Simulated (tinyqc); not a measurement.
Kinetic Monte Carlo and master equation for a particle on a ring of sites with traps and bias. From drift velocity v back to force F along the ring. Computed by tinyqc, a small Python program. Command: `OMP_NUM_THREADS=1 python tinyqc.py 3001545 3001546 out.jsonl kmc inv`. One thread of a shared host (Intel(R) Xeon(R) Processor @ 2.30GHz), about 0.01 s of CPU time with the checks.

6 sites on a ring, numbered 1 to 6. The saddle between i and i+1 lies at E0 + s b_i and site i at s eps_i; a force F tilts the landscape, with the saddle half-way.

Inputs (values chosen for the exercise, for a model defect):

| quantity | value | unit |
|---|---|---|
| reference barrier E0 | 0.64 | eV |
| scale factor s of the disorder | 1 | - |
| attempt frequency nu | 2.7 | THz |
| temperature T | 510 | K |
| site spacing a | 2.1 | angstrom |

Disorder: both.

site energies eps_i (eV): -0.058  0  -0.12  -0.068  0  0

saddle shifts b_i between sites i and i+1 (eV): -0.029  0.021  0.016  -0.017  -0.0084  -0.0011

Constants: k_B = 8.617333262e-05 eV/K.

Method:
- Rates: k(i to i+1) = nu exp(-(E0 + s b_i - s eps_i - F a/2)/(k_B T)), k(i to i-1) = nu exp(-(E0 + s b_(i-1) - s eps_i + F a/2)/(k_B T)).
- Share right = k right/(k right + k left); mean stay = 1/(k right + k left).
- Master equation dP/dt = W P, W_(i+1,i) = k right, W_(i-1,i) = k left, columns summing to zero. The steady state is its null vector; drift v = a sum P_i (k right - k left). D = a^2 lambda''(0)/2, where lambda(q) is the leading eigenvalue of W with right hops weighted by exp(q) and left hops by exp(-q).
- The slowest relaxation rate is minus the real part of the next eigenvalue of W. 1 angstrom = 1e-8 cm.

Task: A run gave the result below. Find the force F along the ring, known to lie between 0.011 and 0.023 eV/angstrom.

drift velocity v = 0.004055416 cm/s

Result:

Each step takes the trial c = (a f_b - b f_a)/(f_b - f_a), f being the result less the target and a, b, c the logarithms of the listed values; c replaces end b, the old b replaces a if the sign of f changed, and otherwise f_a is halved.

Scan of the range:

| force F along the ring (eV/angstrom) | drift velocity v (cm/s) |
|---|---|
| 0.0110 | 0.00315924 |
| 0.0124 | 0.00355458 |
| 0.0141 | 0.00403293 |
| 0.0159 | 0.00453877 |
| 0.0180 | 0.00513038 |
| 0.0203 | 0.00578343 |
| 0.0230 | 0.00656173 |

False position (Illinois rule, in the logarithm of the input) inside the bracket:

| step | end a | end b | trial | drift velocity v (cm/s) |
|---|---|---|---|---|
| 1 | 0.0141000 | 0.0159000 | 0.0141755 | 0.00405415 |
| 2 | 0.0159000 | 0.0141755 | 0.0141797 | 0.00405535 |
| 3 | 0.0159000 | 0.0141797 | 0.0141802 | 0.00405548 |
| 4 | 0.0141797 | 0.0141802 | 0.0141800 | 0.00405542 |

Drift velocity v rises at every point of a 13-point scan of the range (every second point is shown), so one value fits; it is bracketed by 0.0141 and 0.0159. Answer: force F along the ring = 0.01418 eV/angstrom.
